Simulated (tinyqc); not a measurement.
Worked calculation: conductance of a narrow metal strip with scatterers (square lattice, Green functions). Values are carried at full precision from step to step, so a last printed digit may differ when a step is redone from the rounded ones.

A strip of W sites across with hard walls, site energy 0 and hopping -t. Mode n = 1 to W has profile chi_n(j) = sqrt(2/(W + 1)) sin(n j pi/(W + 1)) and energy en = -2t cos(n pi/(W + 1)); E = en - 2t cos(kn a). With z_n = exp(i kn a) (Im k > 0 for closed modes, |z| < 1) each lead gives the self-energy -t z_n in mode n. One column carries the site energies v, here one foreign atom. In the mode basis V_nm = sum_j chi_n(j) v_j chi_m(j), G = (E - en + 2 t z_n - V)^-1, and t_nm = 2t sqrt(sin(kn a) sin(km a)) G_nm in size for open modes. T = sum |t_nm|^2, conductance (2e^2/h) T.

Constants: e^2/h = 3.874045865e-05 S.

Parameters, chosen for this exercise (hopping and spacing of the size met in Cu or Al; the lattice is a model; the results hold for these values, not for the real material): t = 0.92 eV (hopping); a = 2.75 angstrom (spacing); W = 3 (sites across); E = -0.94 eV (Fermi energy); v = (-1.7, 0, 0) eV (site energies in the scattering column).

## Modes at the Fermi energy

For each n: en, cos(kn a) = (en - E)/(2t), z_n and the velocity 2 t a sin(kn a) (zero if closed).

Modes:
```
n  en (eV)  cos(k a)                  z  dE/dk (eV angstrom)
1  -1.3011  -0.19624  -0.19624+0.98056i               4.9616
2   0.0000   0.51087   0.51087+0.85966i               4.3499
3   1.3011   1.21798            0.52266               0.0000
```

2 of 3 modes are open, so the clean strip has a resistance of 6453 ohm, whatever its length.

## The scatterer in the mode basis

Form V_nm.

V (eV):
```
         n=1      n=2      n=3
n=1  -0.4250  -0.6010  -0.4250
n=2  -0.6010  -0.8500  -0.6010
n=3  -0.4250  -0.6010  -0.4250
```

A single site couples every mode that has amplitude on it.

## Green function and transmission

E - en + 2 t z_n = 2t (z_n - cos(kn a)). Invert, form |t_nm|^2 = (2t)^2 Im(z_n) Im(z_m) |G_nm|^2 and sum. The added resistance is 1/(2 (e^2/h) T) less the same for the clean strip.

G (1/eV):
```
                n=1             n=2              n=3
n=1  0.0836-0.4575i  0.1348+0.1560i   0.1364-0.1178i
n=2  0.1348+0.1560i  0.2174-0.3805i   0.2200-0.1901i
n=3  0.1364-0.1178i  0.2200-0.1901i  -0.9478-0.1923i
```

|t_nm|^2:
```
        n=1     n=2  n=3
n=1  0.7042  0.1213    0
n=2  0.1213  0.4806    0
n=3       0       0    0
```

T = 1.4274
added resistance = 2589 ohm

Mode 2 passes least (0.602) and mode 1 most (0.826); 17.0 % of the transmitted flux changes mode.

## Checks

- Transmitted plus reflected flux against the number of open modes: both 2.00000.

Computed by tinyqc, a small Python program: `OMP_NUM_THREADS=1 python tinyqc.py 1481235 1481236 out.jsonl` (the numbers bound the seed that draws the inputs); one thread of a shared host (Intel(R) Xeon(R) Processor @ 2.30GHz), about 0.01 s for the whole set of steps.
